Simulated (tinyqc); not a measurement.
Worked calculation: ROHF in the sto-6g basis, for H3, spin multiplicity 2. One step of it, computed by the program tinyqc.

Problem. Iteration 1: diagonalisation and new density. Diagonalise F' = X^T F X, C = X C', fill 2 alpha and 1 beta electrons from the bottom; D(s) = C_occ C_occ^T. Each column has its largest component positive (the first on a tie).

effective F (hartree), lower triangle:
```
           1H 1s      2H 1s      3H 1s
1H 1s  -0.143972
2H 1s  -0.249010  -0.109653
3H 1s  -0.249010  -0.026016  -0.109653
```

X, lower triangle:
```
           1H 1s     2H 1s     3H 1s
1H 1s   1.058608
2H 1s  -0.144197  1.028942
3H 1s  -0.144197  0.016727  1.028942
```

Give: F' = X^T F X; orbital energies; coefficients C; D(alpha) after iteration 1; D(beta) after iteration 1.

Solution.

F' = X^T F X (hartree), lower triangle:
```
         1        2        3
1  -0.0149
2  -0.2436  -0.0449
3  -0.2436   0.0408  -0.0449
```

orbital energies (hartree): MO1 -0.3540, MO2 -0.0857, MO3 0.3350

coefficients C:
```
          MO1      MO2      MO3
1H 1s  0.6113   0.0000   0.8880
2H 1s  0.4160   0.7157  -0.6281
3H 1s  0.4160  -0.7157  -0.6281
```

D(alpha) after iteration 1, lower triangle:
```
        1H 1s    2H 1s   3H 1s
1H 1s  0.3737
2H 1s  0.2543   0.6853
3H 1s  0.2543  -0.3393  0.6853
```

D(beta) after iteration 1, lower triangle:
```
        1H 1s   2H 1s   3H 1s
1H 1s  0.3737
2H 1s  0.2543  0.1730
3H 1s  0.2543  0.1730  0.1730
```
